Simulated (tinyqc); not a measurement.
# Bandgap voltage reference from two bipolar transistors: effect of the output resistor at T0

Two transistors of area 1 and N carry the same current I. Is(T) = Is (T/T0)^eta exp[(Vg0 q/kB)(1/T0 - 1/T)], VBE1 = Vt ln(I/Is(T)) + I rb, VBE2 = Vt ln(I/(N Is(T))) + I rb/N. The amplifier forces I R1(T) = VBE1 - VBE2 + Vos, with R(T) = R (1 + tc (T - T0)) for both resistors, and the output is Vref = VBE1 + I R2(T). Base currents and the Early effect are neglected.

Vt = kB T/q; I = (Vt ln N + Vos)/(R1(T) - rb (1 - 1/N)). Box coefficient: span of Vref between 233 and 398 K over its average over T and over 165 K. The last column is the R2 that gives zero slope at T0.

Inputs (values chosen for the exercise); values of the order met in silicon bipolar transistors:
- T0 = 300 K (reference temperature)
- Vg0 = 1.181 V (band-gap voltage extrapolated to 0 K)
- eta = 3 (temperature exponent of the saturation current)
- Is = 2.1e-16 A (saturation current of the unit transistor at T0)
- N = 8 (area ratio of the second transistor)
- R1 = 7.5 kohm (resistor across which the difference of VBE falls, at T0)
- tc = 0 ppm/K (temperature coefficient of both resistors)
- Vos = 0.6 mV (offset of the amplifier)
- rb = 140 ohm (series resistance of the unit transistor)

Constants: q = 1.602176634e-19 C, kB = 1.380649e-23 J/K. Results are converted to the units shown.

Results:
```
R2 (kohm)	I at T0 (uA)	Vref at T0 (V)	slope at T0 (uV/K)	box coefficient (ppm/K)	R2 for zero slope (kohm)
76.29	7.368	1.191	-161.2	141.3	82.93
78.78	7.368	1.209	-100.7	88.96	82.93
82.93	7.368	1.240	0.1065	12.17	82.93
84.58	7.368	1.252	40.18	27.17	82.93
87.07	7.368	1.270	100.7	73.94	82.93
89.56	7.368	1.289	161.1	119.7	82.93
```

Estimate the missing row, R2 = 81.27 kohm.

Computed row:
```
R2 (kohm)	I at T0 (uA)	Vref at T0 (V)	slope at T0 (uV/K)	box coefficient (ppm/K)	R2 for zero slope (kohm)
81.27	7.368	1.228	-40.21	38.28	82.93
```

With this row back in the table: As R2 goes from 76.29 to 89.56, Vref rises from 1.191 to 1.289 V and the box coefficient goes from 141 through a minimum of 12.2 (at R2 = 82.93 among the rows listed) to 120 ppm/K. One per cent in R2 moves the slope by 20.1 uV/K.

Program tinyqc, `OMP_NUM_THREADS=1 python tinyqc.py 2062192 2062193 out.jsonl`; Intel Xeon 2.30GHz, shared host, one thread, about 0.03 s.
